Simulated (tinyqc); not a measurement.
Worked calculation: empirical pseudopotential in a few plane waves. One step of it, computed by the program tinyqc.

Question. Bloch Hamiltonian at G. Basis: the 15 shortest G (labels in 2 pi/a), the same at every k. H(G,G') = c |k + G|^2 delta + VS(|G-G'|^2) cos((G-G').tau) + i VA sin((G-G').tau), tau = a/8 (1,1,1); 1 Ry = 13.605693 eV.

Parameters chosen for this model: fcc lattice, atoms at +/- a/8 (1,1,1); form factors in rydberg at |G|^2 in units of (2 pi/a)^2:
```
parameter                 value      unit
a                      5.590000  angstrom
VS(3)                 -0.208000        Ry
VS(8)                  0.015000        Ry
VS(11)                 0.057000        Ry
VA(3)                         0        Ry
VA(4)                         0        Ry
VA(11)                        0        Ry
hbar^2/2m (2 pi/a)^2   4.813479        eV
```

k point G (2 pi / a): 0  0  0

Give: H(k) at G.

Answer.

H(k) at G (eV):
```
         +0+0+0   -1-1-1   -1-1+1   -1+1-1   -1+1+1   +1-1-1   +1-1+1   +1+1-1
+0+0+0   0.0000   2.0011  -2.0011  -2.0011  -2.0011  -2.0011  -2.0011  -2.0011
-1-1-1   2.0011  14.4404   0.0000   0.0000  -0.2041   0.0000  -0.2041  -0.2041
-1-1+1  -2.0011   0.0000  14.4404   0.2041   0.0000   0.2041   0.0000   0.0000
-1+1-1  -2.0011   0.0000   0.2041  14.4404   0.0000   0.2041   0.0000   0.0000
-1+1+1  -2.0011  -0.2041   0.0000   0.0000  14.4404   0.0000   0.2041   0.2041
+1-1-1  -2.0011   0.0000   0.2041   0.2041   0.0000  14.4404   0.0000   0.0000
+1-1+1  -2.0011  -0.2041   0.0000   0.0000   0.2041   0.0000  14.4404   0.2041
+1+1-1  -2.0011  -0.2041   0.0000   0.0000   0.2041   0.0000   0.2041  14.4404
+1+1+1   2.0011   0.0000  -0.2041  -0.2041   0.0000  -0.2041   0.0000   0.0000
-2+0+0   0.0000  -2.0011  -2.0011  -2.0011   2.0011   0.5484  -0.5484  -0.5484
+0-2+0   0.0000  -2.0011  -2.0011   0.5484  -0.5484  -2.0011   2.0011  -0.5484
+0+0-2   0.0000  -2.0011   0.5484  -2.0011  -0.5484  -2.0011  -0.5484   2.0011
+0+0+2   0.0000  -0.5484   2.0011  -0.5484  -2.0011  -0.5484  -2.0011   0.5484
+0+2+0   0.0000  -0.5484  -0.5484   2.0011  -2.0011  -0.5484   0.5484  -2.0011
+2+0+0   0.0000  -0.5484  -0.5484  -0.5484   0.5484   2.0011  -2.0011  -2.0011

         +1+1+1   -2+0+0   +0-2+0   +0+0-2   +0+0+2   +0+2+0   +2+0+0
+0+0+0   2.0011   0.0000   0.0000   0.0000   0.0000   0.0000   0.0000
-1-1-1   0.0000  -2.0011  -2.0011  -2.0011  -0.5484  -0.5484  -0.5484
-1-1+1  -0.2041  -2.0011  -2.0011   0.5484   2.0011  -0.5484  -0.5484
-1+1-1  -0.2041  -2.0011   0.5484  -2.0011  -0.5484   2.0011  -0.5484
-1+1+1   0.0000   2.0011  -0.5484  -0.5484  -2.0011  -2.0011   0.5484
+1-1-1  -0.2041   0.5484  -2.0011  -2.0011  -0.5484  -0.5484   2.0011
+1-1+1   0.0000  -0.5484   2.0011  -0.5484  -2.0011   0.5484  -2.0011
+1+1-1   0.0000  -0.5484  -0.5484   2.0011   0.5484  -2.0011  -2.0011
+1+1+1  14.4404  -0.5484  -0.5484  -0.5484  -2.0011  -2.0011  -2.0011
-2+0+0  -0.5484  19.2539   0.2041   0.2041  -0.2041  -0.2041   0.0000
+0-2+0  -0.5484   0.2041  19.2539   0.2041  -0.2041   0.0000  -0.2041
+0+0-2  -0.5484   0.2041   0.2041  19.2539   0.0000  -0.2041  -0.2041
+0+0+2  -2.0011  -0.2041  -0.2041   0.0000  19.2539   0.2041   0.2041
+0+2+0  -2.0011  -0.2041   0.0000  -0.2041   0.2041  19.2539   0.2041
+2+0+0  -2.0011   0.0000  -0.2041  -0.2041   0.2041   0.2041  19.2539
```
